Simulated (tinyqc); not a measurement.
# Area and perimeter leakage from two diodes

Problem. A square diode and a finger diode leak I = JA area + JP perimeter. Find JA, JP and the side of the square at which both parts are equal.

areas (um^2): [90000, 134000]
perimeters (um): [1200, 28140]
leakage currents (pA): [34.213200, 51.229540]

Solution. Two linear equations give JA and JP; for a square of side a, JA a^2 = 4 JP a at a = 4 JP/JA.

JA = 3.80e-8 A/cm^2
JP = 1.10e-13 A/cm
side for equal parts = 0.116 um

Program tinyqc, `OMP_NUM_THREADS=1 python tinyqc.py 2290026 2290027 out.jsonl`; Intel Xeon 2.30GHz, shared host, one thread, about 0.01 s.
